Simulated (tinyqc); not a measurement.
What each parameter does: interface roughness in a thin film (subband fluctuation and scattering).

Square well of width t, barriers V0, c = hbar^2/2m0: E1 solves k t + 2 atan[(k/mz)/(kappa/mb)] = pi, k = sqrt(mz E/c), kappa = sqrt(mb (V0 - E)/c). One interface is rough, so the subband edge fluctuates by G dt with G = |dE1/dt| (central difference of 0.01 angstrom; 2 E1/t for hard walls).

Gaussian roughness spectrum S(q) = pi D^2 Lc^2 exp(-q^2 Lc^2/4). Degenerate gas, taken to fill one subband (the second starts to fill once c kF^2/md exceeds E2 - E1, which is not tested here): kF = sqrt(2 pi Ns/gv), q = 2 kF sin(theta/2), 1/tau = (md/(2 pi c hbar)) G^2 times the integral from 0 to pi of S(q)(1 - cos theta)/eps(q)^2 dtheta, eps(q) = 1 + qs/q with screening (qs = gv md q0/(c eps), q0 = e^2/(4 pi eps0), form factors left out, which overstates the screening; other scattering is left out too, so these values lie far above measured mobilities in all but the thinnest films) or 1 without; mobility = tau c2/md with c2 = e/m0 = 1.75882e15 cm^2/(V s^2); 1e12/cm^2 = 1e-4/angstrom^2.

Constants: hbar^2/2m0 = 3.80998211 eV angstrom^2; hbar = 6.58211957e-16 eV s; e^2/(4 pi eps0) = 14.39964547 eV angstrom.

Values chosen for the exercise (near those of a thin GaN channel; shifted at random, so the results belong to these values and not to a real crystal):
```
symbol  value  unit         meaning
t       48     angstrom     film thickness
mz      0.201  m0           confinement mass
V0      1.87   eV           barrier
mb      0.32   m0           barrier mass
md      0.203  m0           mass in the plane
gv      1                   valleys
D       2.9    angstrom     rms height of the roughness
Lc      20     angstrom     correlation length
Ns      7.7    x 1e12/cm^2  sheet density
eps     9.6                 mean dielectric constant at the channel
```

G, G D, and the screened mobility.

One parameter was then changed.

Results before and after:
```
case     G (meV/angstrom)  G D (meV)  mobility (cm^2/(V s))
base                2.128       6.17              5.373e+04
changed             1.960       5.68              6.335e+04
```

Which of these changes was made? (a) V0 = 1.31 eV; (b) Lc = 28 angstrom; (c) md = 0.233 m0; (d) D = 3.77 angstrom; (e) t = 44 angstrom; (f) Ns = 12.3 x 1e12/cm^2; (g) mz = 0.231 m0; (h) eps = 11.5.

Answer: (a) V0 = 1.31 eV. Of the candidates, run in turn, only this one gives the changed row.

All candidates:
```
case                   G (meV/angstrom)  G D (meV)  mobility (cm^2/(V s))
base                              2.128       6.17              5.373e+04
t = 44 angstrom                   2.658       7.71              3.444e+04
D = 3.77 angstrom                 2.128       8.02              3.179e+04
Lc = 28 angstrom                  2.128       6.17              8.586e+04
Ns = 12.3 x 1e12/cm^2             2.128       6.17              9.264e+04
mz = 0.231 m0                     1.956       5.67              6.357e+04
md = 0.233 m0                     2.128       6.17              4.605e+04
V0 = 1.31 eV                      1.960       5.68              6.335e+04
eps = 11.5                        2.128       6.17              4.643e+04
```

In the base case G D is 0.068 times EF - E1 = 90.8 meV.

Run: tinyqc, `OMP_NUM_THREADS=1 python tinyqc.py 1280956 1280957 out.jsonl`; Intel(R) Xeon(R) Processor @ 2.30GHz, one thread, shared host; about 0.01 s of CPU time with all checks.
